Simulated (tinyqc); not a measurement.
# Worked calculation: undoped symmetric double-gate MOSFET, analytic potential model

Program tinyqc, `OMP_NUM_THREADS=1 python tinyqc.py 2440067 2440068 out.jsonl`; Intel Xeon 2.30GHz, shared host, one thread, about 0.01 s. Printed values are rounded.

An undoped body of thickness ts between two equal insulators and tied gates; long channel, electrons only, n = ni exp((psi - V)/Vt) with V the quasi-Fermi potential (0 at the source, Vd at the drain), constant mobility, no quantisation. Across the body psi(x) = V - 2 Vt ln[(ts/(2 beta)) sqrt(q ni/(2 eps0 eps_r Vt)) cos(2 beta x/ts)], x from the centre. Q is the electron charge per area of the whole body.

Values chosen for this exercise; material values close to those of gallium arsenide:
```
symbol    value        unit                                             meaning
T           300           K                                         temperature
Eg         1.44          eV                                            band gap
eps_r      12.9                      relative permittivity of the semiconductor
Nc      4.35e17       cm^-3              conduction-band density of states at T
Nv         9e18       cm^-3                 valence-band density of states at T
eox        24.4                     relative permittivity of the gate insulator
tox         3.5          nm                                 insulator thickness
ts            6          nm                                      body thickness
dphi      -0.07           V  gate work function less that of the intrinsic body
mu          170  cm^2/(V s)                                    channel mobility
L             2          um                                         gate length
Vg         1.17           V                                        gate voltage
Vd          0.1           V                                       drain voltage
```

Constants: q = 1.602176634e-19 C, kB = 1.380649e-23 J/K, Vt = kB T/q, eps0 = 8.8541878128e-14 F/cm where lengths are in cm. Results are converted to the units shown.

Range of the model: In a body this thin, quantum confinement raises the threshold; it is left out. The surface density at the source passes 0.3 Nc, where Boltzmann statistics fail.

## Constants of the body

ni = sqrt(Nc Nv) exp(-Eg/(2 Vt)), Eg in volts; r = eps_r tox/(eox ts); V0 = dphi + 2 Vt ln[(2/ts) sqrt(2 eps0 eps_r Vt/(q ni))].

ni = 1.58817e6 cm^-3
r = 0.308402
V0 = 0.668807 V

## Iteration 1: beta at the source by Newton steps

beta at the start = 1.4

With V = 0: f = ln(beta) - ln(cos beta) + 2 r beta tan(beta) - (Vg - V0)/(2 Vt); f' = 1/beta + tan(beta) + 2 r [tan(beta) + beta/cos^2(beta)]; beta(new) = beta - f/f'.

f = -2.57827
f' = 39.9796
beta after iteration 1 = 1.46449

## Iteration 2: beta at the source by Newton steps

As before.

f = 1.39640
f' = 96.0664
beta after iteration 2 = 1.44995

## Course of the iteration: beta at the source by Newton steps

Stop when beta changes by less than 1e-11, or after 40 iterations. beta must stay between 0 and pi/2.

Course of the iteration:

| iteration | beta | \|change\| |
|---|---|---|
| 1 | 1.46449 | 0.0645 |
| 2 | 1.44995 | 0.0145 |
| 3 | 1.44786 | 2.10e-3 |
| 4 | 1.44782 | 3.45e-5 |
| 5 | 1.44782 | 9.03e-9 |
| 6 | 1.44782 | < 1e-14 |

Converged in 6 iterations. At the end the number of correct digits about doubles with each step.

## Charges and drain current

beta_s = 1.44782
beta_d = 1.41484

beta (between 0 and pi/2) solves (Vg - V0 - V)/(2 Vt) = ln(beta) - ln(cos beta) + 2 r beta tan(beta). Q = 8 eps0 eps_r Vt beta tan(beta)/ts; I = mu (1/L)(4 eps0 eps_r/ts)(2 Vt)^2 [g(beta_s) - g(beta_d)] per width, g = beta tan(beta) - beta^2/2 + r beta^2 tan^2(beta), with beta_s at V = 0 and beta_d at V = Vd.

Qs = 4611.81 nC/cm^2
Qd = 3542.67 nC/cm^2
g(beta_s) = 52.9830
g(beta_d) = 32.9684
I = 34.6306 uA/um

The term r beta^2 tan^2(beta), which gives the square law, makes up 79.9 % of g at the source.

## Potential and electron density across the body at the source

| point | x/ts |
|---|---|
| 0 | 0 |
| 1 | 0.1 |
| 2 | 0.2 |
| 3 | 0.3 |
| 4 | 0.4 |
| 5 | 0.45 |
| 6 | 0.5 |

psi(x) as above with V = 0 and beta = beta_s; n = ni exp(psi/Vt).

| point | psi (V) | n (cm^-3) |
|---|---|---|
| 0 | 0.757941 | 8.58498e18 |
| 1 | 0.760139 | 9.34705e18 |
| 2 | 0.767144 | 1.22561e19 |
| 3 | 0.780547 | 2.05830e19 |
| 4 | 0.805195 | 5.34056e19 |
| 5 | 0.826689 | 1.22648e20 |
| 6 | 0.866431 | 5.70551e20 |

The density at the surface is 66.5 times that at the centre (1/cos^2 beta). It reaches 1300 Nc, where Boltzmann statistics overestimate it.
